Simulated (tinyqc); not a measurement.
Changing the aspect ratio a: atomic layer deposition: Langmuir saturation, growth per cycle and coating of deep features. Computed by tinyqc, a small Python program. Command: `OMP_NUM_THREADS=1 python tinyqc.py 3026758 3026759 out.jsonl ald sweep`. One thread of a shared host (Intel(R) Xeon(R) Processor @ 2.30GHz), about 0.01 s of CPU time with the checks.

Precursor A sticks only on free sites, so a long enough pulse saturates; co-reactant B then frees the sites again.

Inputs (values chosen for the exercise, modelled on aluminium oxide from trimethylaluminium and water):
```
quantity                                   value    unit
precursor mass M                              72       u
site density q                               4.6  1/nm^2
sticking probability beta on free sites  0.00036       -
precursor pressure p                         8.1      Pa
temperature T                                300       C
pulse time t                               0.044       s
desorption energy E_d                       1.89      eV
```

Feature: long trench.

Constants: u = 1.6605390666e-27 kg; k_B = 1.380649e-23 J/K; k_B = 8.617333262e-05 eV/K.

Method:
- Wall flux F = p/sqrt(2 pi M k_B T); rate of filling k_a = beta F/q; desorption k_d = 1e13 exp(-E_d/(k_B T)) per second. 1/m^2 = 1e-18/nm^2.
- Temperatures in kelvin are T(C) + 273.15.
- Diffusion-limited filling (Gordon) of a long trench of width w, hydraulic diameter 2w, so that a is replaced by a/2 in the hole formula: t = (q/F)(1 + 19a/8 + 3a^2/8). Reaction-limited filling needs ln(100)/k_a at any depth, k_a = beta F/q. Flow is molecular. The front picture holds when the modulus (a/2) sqrt(beta) is well above 1.
- Depth reached by the given pulse: solve the same formula for a. Exposure = p x diffusion-limited time; 1 langmuir = 1.33322e-4 Pa s.

One run for each value:
```
aspect ratio a  diffusion-limited time (s)  exposure (langmuir)     modulus
1                               1.6420e-04           9.9757e+00  9.4868e-03
2.2                             3.5203e-04           2.1388e+01  2.0871e-02
4.7                             8.9525e-04           5.4391e+01  4.4588e-02
10                              2.7256e-03           1.6560e+02  9.4868e-02
22                              1.0279e-02           6.2448e+02  2.0871e-01
49                              4.4563e-02           2.7074e+03  4.6485e-01
110                             2.1016e-01           1.2768e+04  1.0436e+00
230                             8.9255e-01           5.4227e+04  2.1820e+00
500                             4.1569e+00           2.5255e+05  4.7434e+00
```

Over the rows, diffusion-limited time (s) rises from 1.64e-4 to 4.16 (exponent d ln y / d ln x 0.97 between the first rows and 2.0 between the last); exposure (langmuir) rises from 9.98 to 253000 (exponent d ln y / d ln x 0.97 between the first rows and 2.0 between the last); modulus rises from 0.00949 to 4.74 (exponent d ln y / d ln x about 1.0 throughout). At the high end the exponent of diffusion-limited time is 1.98, close to 2: diffusion into a deep feature. The wall area to coat grows as a and the conductance to the front falls as 1/a, hence a^2 for deep features.

Caution (rows 1.00, 2.20, 4.70, 10.0, 22.0, 49.0, 110, 230): the modulus is not well above 1 or the Gordon time is under three times ln(100)/k_a, so there is no sharp front: the Gordon time is only a lower bound and the reaction time must be met as well. Caution (rows 49.0, 110, 230, 500): for a long trench the a/2 rule ignores the ln(a)/a transmission of a slit, so times at large a are too long.
